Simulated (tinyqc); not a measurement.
Inside a calculation. Model: space-charge-limited current through a thin insulating or semi-insulating film with traps. Computed by tinyqc, a small Python program that keeps every step. Command: `OMP_NUM_THREADS=1 python tinyqc.py 3023779 3023780 out.jsonl sclc walk`. One thread of a shared host (Intel(R) Xeon(R) Processor @ 2.30GHz), about 0.01 s of CPU time with the checks. Intermediate numbers are printed to about 6 digits and carried at full precision; extremes and crossings named in words are read from the listed rows.

One ohmic injecting contact at x = 0 (field zero), drift only, non-degenerate free carriers.

Inputs (values chosen for the exercise, modelled on an amorphous oxide semiconductor):

| quantity | value | unit |
|---|---|---|
| permittivity eps | 10 | - |
| band mobility mu | 13 | cm^2/(V s) |
| effective density of states N_c | 4.5e+18 | 1/cm^3 |
| trap density N_t | 9e+14 | 1/cm^3 |
| equilibrium Fermi level below the band edge, E_0 | 0.69 | eV |
| thickness d | 1800 | nm |
| free density at the anode, in units of N_c | 1.5e-06 | - |
| temperature T | 250 | K |
| trap level E_t below the band edge | 0.42 | eV |

Traps: single level.

Constants: k_B = 8.617333262e-05 eV/K; e = 1.602176634e-19 C; eps_0 = 8.8541878128e-12 F/m.

## Equilibrium and landmark voltages

Free density n_0 = N_c exp(-E_0/k_B T) in equilibrium; trapped density n_t(n) = N_t/(1 + n_1/n), n_1 = N_c exp(-E_t/k_B T). theta = n/(n + n_t) at the anode density; trap-filled-limit voltage V_TFL = e (N_t - n_t(n_0)) d^2/(2 eps eps_0).

n_0 = 55389.2 1/cm^3

n_t(n_0) = 3.24549e+09 1/cm^3

theta = 0.00746098

V_TFL = 2.63826 V

## One point of the curve

J = e mu n F and (eps eps_0/e) dF/dx = n - n_0 + n_t(n) - n_t(n_0) = rho(n). With F = J/(e mu n): d = (eps eps_0 J/(e^2 mu)) I_1 and V = (eps eps_0 J^2/(e^3 mu^2)) I_2, I_k = int_(n_L)^infinity dn/(n^(k+1) rho(n)), n_L the density at the anode; with u = n_L/n, 200 Gauss-Legendre points in t, u = 1 - (1 - t)^2. Anode field J/(e mu n_L); Mott-Gurney current (9/8) eps eps_0 mu V^2/d^3; ohmic current e n_0 mu V/d.

I_1 = 1.58742e-28 cm^6

I_2 = 1.20352e-41 cm^9

current density J = 0.427363 A/cm^2

voltage V = 2.80013 V

anode field over mean field V/d = 1.95404

trap-free Mott-Gurney current = 17.4094 A/cm^2

ohmic current = 1.79467e-09 A/cm^2

J is 0.0245 times the trap-free law and 2.38e8 times the ohmic current; theta is 0.00746. The field ratio is 1 for ohmic flow, 3/2 for the square law and 2 for a uniform fixed charge; here 1.95.

## The whole curve

The last column is d ln J/d ln V up to the next row.

Current against voltage:

| n_L (1/cm^3) | V (V) | J (A/cm^2) | slope |
|---|---|---|---|
| 5.80e+04 | 6.98316e-06 | 5.68346e-15 | 1.7105 |
| 6.70e+05 | 2.91913e-04 | 3.37047e-12 | 1.9848 |
| 7.70e+06 | 3.50775e-03 | 4.68640e-10 | 2.0051 |
| 8.80e+07 | 3.97240e-02 | 6.08439e-08 | 2.0713 |
| 1.00e+09 | 3.93592e-01 | 7.03409e-06 | 2.7127 |
| 1.20e+10 | 1.81830e+00 | 4.46804e-04 | 8.4105 |
| 1.30e+11 | 2.54295e+00 | 7.50383e-03 | 48.7141 |
| 1.50e+12 | 2.67727e+00 | 9.20978e-02 | 23.0138 |
| 1.80e+13 | 2.99238e+00 | 1.19230e+00 | 5.5688 |
| 2.00e+14 | 4.94976e+00 | 1.96579e+01 | 2.5689 |
| 2.30e+15 | 2.19301e+01 | 8.99905e+02 | 2.0677 |
| 2.70e+16 | 2.15150e+02 | 1.01103e+05 | - |

The slope starts at 1.71, peaks at 48.7 between 2.54 and 2.68 V and ends at 2.07. Rows below 0.22 V (10 k_B T/e) are formal, since diffusion from the contact rules there. Self-heating is left out, although J V exceeds 1e5 W/cm^2 at the last row. The last rows ignore velocity saturation (mu V/d above 1e7 cm/s). The steep part is the filling of the level near V_TFL = 2.64 V, from which N_t can be read; below it a slope near 2, where the rows show one, belongs to the square law scaled by theta.

Checks made by the program: trap-free limit against the Mott-Gurney law (relative difference 5e-08).
